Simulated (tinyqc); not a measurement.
Global model of a low-pressure process discharge: electron temperature, density, ion flux and ion energy: one step, computed by the program tinyqc. Command: `OMP_NUM_THREADS=1 python tinyqc.py 3113809 3113810 out.jsonl plasma walk`. One thread of a shared host (Intel(R) Xeon(R) Processor @ 2.30GHz), about 0.01 s of CPU time with the checks.

Maxwellian electrons with temperature T_e in eV, one positive ion, no negative ions, uniform bulk density n; rate constants have the Arrhenius form.

Task: Energy per pair and density. E_c = E_iz + (X0 exp(-E_ex/T_e) E_ex + K_el (3 m_0/M) T_e)/K_iz; wall potential V_s = (T_e/2) ln(M/(2 pi m_0)); E_T = E_c + 2 T_e + T_e/2 + V_s; n = P/(e u_B A_eff E_T); ion current density J = e h_L n u_B; ionised share n/n_g.

Inputs (values chosen for the exercise, of the order of those of an inductive discharge in a simple atomic gas):

| quantity | value | unit |
|---|---|---|
| ion mass M | 32 | u |
| ionisation energy E_iz | 12.1 | eV |
| excitation prefactor X0 | 1.5e-14 | m^3/s |
| excitation energy E_ex | 11.4 | eV |
| elastic rate constant K_el | 6.9e-14 | m^3/s |
| gas temperature T_g | 500 | K |
| absorbed power P | 110 | W |

T_e = 2.174497 eV

K_iz = 2.183940e-16 m^3/s

Bohm velocity u_B = 2560.561 m/s

A_eff = 243.7161 cm^2

h_L = 0.2872880

gas density n_g = 1.260277e+20 1/m^3

Constants: m_0 = 9.1093837015e-31 kg; u = 1.6605390666e-27 kg; e = 1.602176634e-19 C.

Give: collisional loss per pair E_c; wall potential V_s; E_T; plasma density n; ion current density J; ionised share.

Result:

collisional loss per pair E_c = 16.27 eV

wall potential V_s = 9.933 V

E_T = 31.64 eV

plasma density n = 3.477e+11 1/cm^3

ion current density J = 4.098 mA/cm^2

ionised share = 0.002759

Collisions take 51 % of the power and the walls the rest. T_e came from the particle balance alone; the power sets only n.
